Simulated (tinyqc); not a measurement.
An Irvin curve: changing the peak concentration: sheet resistance and Hall data of a diffused or implanted layer. Computed by tinyqc, a small Python program. Command: `OMP_NUM_THREADS=1 python tinyqc.py 3030235 3030236 out.jsonl layer sweep`. One thread of a shared host (Intel(R) Xeon(R) Processor @ 2.30GHz), about 0.04 s of CPU time with the checks.

Carriers are taken equal to the net active doping down to the junction (full ionisation, which deep dopants in wide-gap hosts do not reach; no spill-over, no depletion), and the Hall factor is 1.

Inputs (values chosen for the exercise, modelled on donors in GaAs):
```
quantity                                 value        unit
mu_min                                     481  cm^2/(V s)
mu_max                                    9150  cm^2/(V s)
N_ref                                  6.3e+16      1/cm^3
exponent alpha                             0.4           -
length scale l                             250          nm
background doping N_B (opposite type)  5.5e+14      1/cm^3
solubility limit N_s                   8.3e+18      1/cm^3
```

Profile: complementary error function. Activation: limited by solubility.

Constants: e = 1.602176634e-19 C.

Method:
- N(x) = N_0 erfc(x/l), dose N_0 l/sqrt(pi), junction x_j = l erfc^-1(N_B/N_0).
- Mobility mu = mu_min + (mu_max - mu_min)/(1 + (N_t/N_ref)^alpha), N_t = active doping + N_B; carriers n = active doping - N_B, active doping min(N, N_s).
- Integrals from x_0 (0 unless stated) to x_j by the midpoint rule on 400 even intervals: 1/R_s = e int n mu dx; sheet density n_s = int n dx; Hall sheet density (int n mu dx)^2/int n mu^2 dx; Hall mobility int n mu^2 dx/int n mu dx.
- Mean conductivity 1/(R_s x_j); mean mobility 1/(e n_s R_s).

One run for each value; columns: (1) peak concentration N_0 (1/cm^3); (2) mean conductivity 1/(R_s x_j) (S/cm); (3) sheet resistance R_s (ohm); (4) Hall mobility (cm^2/(V s)); (5) junction depth x_j (nm); (6) sheet density n_s (1/cm^2):
```
(1)          (2)         (3)     (4)     (5)         (6)
1.10e+16    4.05  7.1274e+03  6628.5  346.48  1.3242e+11
2.80e+16    8.59  2.8231e+03  6025.2  412.44  3.6896e+11
6.90e+16   17.10  1.2468e+03  5356.4  469.04  9.4442e+11
1.70e+17   33.24  5.7805e+02  4644.1  520.51  2.3664e+12
4.30e+17   64.65  2.7169e+02  3913.6  569.33  6.0311e+12
1.10e+18  125.01  1.3000e+02  3221.4  615.32  1.5479e+13
2.70e+18  233.05  6.5350e+01  2633.8  656.62  3.8044e+13
6.70e+18  437.35  3.2844e+01  2128.0  696.18  9.4461e+13
1.70e+19  714.88  1.9039e+01  1826.8  734.73  1.8854e+14
4.20e+19  897.17  1.4467e+01  1734.8  770.48  2.5829e+14
```

What does the table show?

Over the rows, mean conductivity 1/(R_s x_j) (S/cm) rises from 4.05 to 897 (exponent d ln y / d ln x 0.80 between the first rows and 0.25 between the last); sheet resistance R_s (ohm) falls from 7130 to 14.5 (exponent d ln y / d ln x -0.99 between the first rows and -0.30 between the last); Hall mobility (cm^2/(V s)) falls from 6630 to 1730 (exponent d ln y / d ln x -0.10 between the first rows and -0.057 between the last).

Caution (rows 1.10e16, 2.80e16, 6.90e16): the layer is not thick against surface and junction depletion widths, which remove carriers that this model counts.

Extremes, crossings and ranges named in words are read from the listed rows.
